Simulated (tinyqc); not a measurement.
## Reverse leakage of an n+-p junction: diffusion, generation, trap-assisted and band-to-band tunnelling: leakage components against the temperature

One-sided abrupt junction in the depletion approximation, x from the junction (0) to W on the p side, field F = F0 (1 - x/W). Flat quasi-Fermi levels, long p side. Traps generate through SRH with both lifetimes shortened by 1 + Gamma (Hurkx enhancement, form for moderate fields); band-to-band generation is local and needs a total bending above Eg.

Nc and Nv are given at 350 K and scale as (T/350 K)^1.5; all else is held fixed. ni = sqrt(Nc Nv) exp(-Eg/(2 Vt)), Eg in volts; Vbi = Vt ln(Na Nd/ni^2); W = sqrt(2 eps0 eps_r (Vbi + VR)/(q Na)); F0 = 2 (Vbi + VR)/W; FG = sqrt(24 mt m0 (kB T)^3)/(q hbar); J_diff = q ni^2 sqrt(Dn/tau)(1 - exp(-VR/Vt))/Na. u = (Vbi + VR)(1 - x/W)^2, p = Na exp(-u/Vt), n = Nd exp((u - Vbi - VR)/Vt); G0 = ni^2 (1 - exp(-VR/Vt))/(tau (n + p + 2 ni cosh(Et/Vt))); Gamma = 2 sqrt(3 pi)(F/FG) exp((F/FG)^2); trap-assisted part G0 Gamma; G_bb = Ab F^2.5 exp(-Bb/F) with F in V/cm, zero unless Vbi + VR > Eg, and counted as zero under 1 cm^-3 s^-1. Currents are q times the integrals over 0 to W; J_bb under 1e-8 of J is printed as 0; rows with F0/FG above 2.2, beyond the range of this Gamma, are left out.

Inputs (values chosen for the exercise); band and dielectric values close to those of silicon: band gap Eg = 1.1 eV; relative permittivity eps_r = 11.6; conduction-band density of states at the reference temperature Nc = 3.49e19 cm^-3; valence-band density of states at the reference temperature Nv = 3.3e19 cm^-3; acceptor density of the lighter side Na = 1.1e16 cm^-3; donor density of the heavier side Nd = 5e19 cm^-3; SRH lifetime of both carriers at zero field tau = 1e-6 s; trap level above the intrinsic level Et = 0 eV; tunnelling mass mt = 0.25 m0; electron diffusion coefficient on the lighter side Dn = 3.4 cm^2/s; band-to-band prefactor Ab = 4e14 cm^-0.5 V^-2.5 s^-1; band-to-band field constant Bb = 1.92e7 V/cm; reverse bias VR = 2.2 V.

Constants: q = 1.602176634e-19 C, kB = 1.380649e-23 J/K, hbar = 1.054571817e-34 J s, m0 = 9.1093837015e-31 kg, Vt = kB T/q, eps0 = 8.8541878128e-14 F/cm where lengths are in cm. Results are converted to the units shown.

The same in every row: J_bb (A/cm^2) = 0.

Result of one run:

| T (K) | F0 (kV/cm) | F0/FG | J_diff (A/cm^2) | J_SRH (A/cm^2) | J_TAT (A/cm^2) | J (A/cm^2) | largest part |
|---|---|---|---|---|---|---|---|
| 400 | 102 | 0.179 | 6.38e-7 | 1.45e-5 | 9.63e-6 | 2.48e-5 | SRH generation |

What becomes of these results when the temperature T is changed from 400 to 340 K, all else the same?

Result of the changed run:

| T (K) | F0 (kV/cm) | F0/FG | J_diff (A/cm^2) | J_SRH (A/cm^2) | J_TAT (A/cm^2) | J (A/cm^2) | largest part |
|---|---|---|---|---|---|---|---|
| 340 | 103 | 0.231 | 1.40e-9 | 6.57e-7 | 5.80e-7 | 1.24e-6 | SRH generation |

The whole series:

| T (K) | F0 (kV/cm) | F0/FG | J_diff (A/cm^2) | J_SRH (A/cm^2) | J_TAT (A/cm^2) | J (A/cm^2) | largest part |
|---|---|---|---|---|---|---|---|
| 220 | 104 | 0.451 | 4.86e-19 | 1.15e-11 | 2.22e-11 | 3.37e-11 | trap-assisted tunnelling |
| 250 | 104 | 0.371 | 7.53e-16 | 4.60e-10 | 6.99e-10 | 1.16e-9 | trap-assisted tunnelling |
| 280 | 104 | 0.312 | 2.51e-13 | 8.52e-9 | 1.06e-8 | 1.91e-8 | trap-assisted tunnelling |
| 310 | 103 | 0.266 | 2.81e-11 | 9.15e-8 | 9.50e-8 | 1.87e-7 | trap-assisted tunnelling |
| 340 | 103 | 0.231 | 1.40e-9 | 6.57e-7 | 5.80e-7 | 1.24e-6 | SRH generation |
| 370 | 102 | 0.203 | 3.80e-8 | 3.48e-6 | 2.65e-6 | 6.17e-6 | SRH generation |
| 400 | 102 | 0.179 | 6.38e-7 | 1.45e-5 | 9.63e-6 | 2.48e-5 | SRH generation |
| 430 | 101 | 0.160 | 7.35e-6 | 5.04e-5 | 2.93e-5 | 8.70e-5 | SRH generation |

J rises from 3.37e-11 to 8.70e-5 A/cm^2. Trap-assisted tunnelling leads at T = 220, SRH generation from 340 on. Activation energies over the table: 1.18 eV for diffusion (Eg = 1.1 eV, raised by the T^3 of ni^2), 0.594 eV for SRH generation (Eg/2 + |Et| = 0.550 eV), 0.547 eV for the trap-assisted part, lower since Gamma grows on cooling; the total shows 0.559 eV at the cold end and 0.620 eV at the hot end.

Range of the model: The n+ side is degenerate, so Vbi from Boltzmann statistics is only a guide.

Computed by the program tinyqc: `OMP_NUM_THREADS=1 python tinyqc.py 2290132 2290133 out.jsonl`, one thread of a shared Intel Xeon 2.30GHz, about 0.01 s for the whole run.
